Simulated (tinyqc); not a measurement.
Off-state leakage of single and stacked transistors: one step of the calculation.

n-channel devices of unit width. Subthreshold current I(Vg, Vs, Vd) = I0 (T/300 K)^0.5 exp[(Vg - Vs - VT(T) - gb (Vs - Vb) + dd (Vd - Vs))/(nf Vt)] (1 - exp(-(Vd - Vs)/Vt)), VT(T) = VT - cT (T - 300 K). Gate-edge tunnelling Ig (Vd/1 V) exp(ag (Vd - 1 V)), for a gate at 0 V, and band-to-band leakage Ab u exp(-Bb/u), u = Vd - Vb + 1 V, flow at a drain held at V; both are taken as independent of T. In a stack of off transistors (all gates at 0 V) the same subthreshold current passes through each.

Problem. New Vx. Stack of two, Vx the node between them: I_low = I(0, 0, Vx), I_up = I(0, Vx, V), f = ln(I_up/I_low), f' = -(1 + gb + 2 dd)/(nf Vt) - 1/(Vt (exp(Vx/Vt) - 1)) - 1/(Vt (exp((V - Vx)/Vt) - 1)), Vx(new) = Vx - f/f'.

Parameters, values chosen for the exercise; values of the order met in bulk silicon logic transistors: temperature T = 398 K; supply voltage V = 1 V; threshold at 300 K, zero drain and body bias VT = 0.38 V; fall of the threshold with temperature cT = 0.6 mV/K; current at threshold at 300 K I0 = 0.12 uA/um; slope factor nf = 1.34; drain-induced lowering per volt dd = 0.06; rise of the threshold per volt of source-body bias gb = 0.2; body voltage Vb = -0.6 V.

Constants: q = 1.602176634e-19 C, kB = 1.380649e-23 J/K, Vt = kB T/q. Results are converted to the units shown.

Vx after iteration 1 = 0.053279499 V

Find: I_low; I_up; f; f'; Vx after iteration 2.

Solution.

I_low = 0.007912 nA/um
I_up = 0.008015 nA/um
f = 0.01289
f' = -36.54 1/V
Vx after iteration 2 = 0.05363 V

tinyqc, about 0.03 s, one thread, Intel Xeon 2.30GHz (shared host): `OMP_NUM_THREADS=1 python tinyqc.py 2242007 2242008 out.jsonl`
